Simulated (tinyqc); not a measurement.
# Counting rate against photon rate

True rate n = nph PDP (dark counts neglected); measured n/(1 + n td) for a non-paralysable detector, n exp(-n td) for a paralysable one.

Values chosen for this exercise:
```
symbol,value,unit,meaning
td,50,ns,dead time
```

PDP = 0.593

Counting rate against photon rate:
```
nph (1/s)	n td	non-paralysable (1/s)	paralysable (1/s)
3.4e5	0.01008	1.996e5	1.996e5
7.8e5	0.02313	4.521e5	4.520e5
1.8e6	0.05337	1.013e6	1.012e6
4.1e6	0.1216	2.168e6	2.153e6
9.5e6	0.2817	4.395e6	4.251e6
2.2e7	0.6523	7.896e6	6.795e6
5.1e7	1.512	1.204e7	6.667e6
1.2e8	3.558	1.561e7	2.028e6
2.7e8	8.005	1.778e7	5.342e4
```

Read the table: what changes, and by how much?

The non-paralysable rate climbs towards 1/td = 2.00e7 1/s and reaches 0.889 of it. The paralysable rate goes from 2.00e5 through a maximum of 6.79e6 (at nph = 2.2e7 1/s among the rows listed) to 53400 1/s; its true maximum, 1/(e td) = 7.36e6 1/s, lies at n td = 1, so a measured rate below that has two possible causes.

Program tinyqc, `OMP_NUM_THREADS=1 python tinyqc.py 2630104 2630105 out.jsonl`; Intel Xeon 2.30GHz, shared host, one thread, about 0.01 s.
